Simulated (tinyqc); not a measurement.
# MOSFET in the linear regime without short-channel effects, parameter extraction from computed curves: extraction methods against the temperature

Inversion charge Q = Cox n Vt W0(exp((Vg - VT)/(n Vt))), W0 the Lambert function and n = nf; u = Q/Cox; mobility mu = mu0/(1 + th1 u + th2 u^2); channel resistance Rch = (L - dL)/(W mu Q); Id = Vd/(Rch + Rsd/W). Cox = eps0 eox/tox. Small Vd, no channel-length or drain effects.

From the continuous curve Id(Vg): tangent at peak gm (V_ext = Vg - Id/gm); constant current Id = 0.1 uA W/L; peak of d2Id/dVg2; Y = Id/sqrt(gm) drawn through Vg = VT + 0.6 and VT + 0.8 V, with intercept VT_Y and slope s. Mobilities gm,max L/(W Cox Vd) and s^2 L/(W Cox Vd) with the drawn L. Last column: share of Rsd/W in the total resistance at VT + 0.8 V.

Values chosen for this exercise; channel values of the order met in silicon transistors: relative permittivity of the gate insulator (close to silicon nitride) eox = 7.36; insulator thickness tox = 4.5 nm; low-field mobility mu0 = 170 cm^2/(V s); first mobility attenuation factor th1 = 0.15 1/V; second mobility attenuation factor th2 = 0 1/V^2; threshold voltage VT = 0.51 V; body factor nf = 1.12; gate width W = 10 um; drawn gate length L = 0.49 um; drawn less effective length dL = 0.006 um; source plus drain resistance Rsd = 180 ohm um; drain voltage Vd = 0.01 V.

Constants: q = 1.602176634e-19 C, kB = 1.380649e-23 J/K, Vt = kB T/q, eps0 = 8.8541878128e-14 F/cm where lengths are in cm. Results are converted to the units shown.

Results:
```
T (K)	V_ext (V)	constant current (V)	second derivative (V)	VT_Y (V)	mobility from gm (cm^2/(V s))	mobility from Y (cm^2/(V s))	series share (%)
77	0.520	0.563	0.508	0.532	153	168	5.92
110	0.522	0.565	0.508	0.538	150	167	5.84
220	0.526	0.564	0.505	0.549	142	161	5.65
300	0.527	0.560	0.503	0.554	137	157	5.53
370	0.527	0.555	0.501	0.556	134	153	5.44
450	0.526	0.547	0.498	0.556	131	149	5.35
```

Estimate the missing row, T = 150 K.

Computed row:
```
T (K)	V_ext (V)	constant current (V)	second derivative (V)	VT_Y (V)	mobility from gm (cm^2/(V s))	mobility from Y (cm^2/(V s))	series share (%)
150	0.524	0.565	0.507	0.543	146	165	5.77
```

With this row back in the table: The model has VT = 0.51 V and mu0 = 170 cm^2/(V s). Over the table the extracted thresholds move by 7.1 mV (tangent), 18 mV (constant current), 10 mV (second derivative), 24 mV (Y function). The mobility from gm falls from 153 to 131 and that from Y falls from 168 to 149 cm^2/(V s).

Numbers from tinyqc (`OMP_NUM_THREADS=1 python tinyqc.py 2210126 2210127 out.jsonl`; about 0.01 s on one thread of a shared Intel Xeon 2.30GHz).
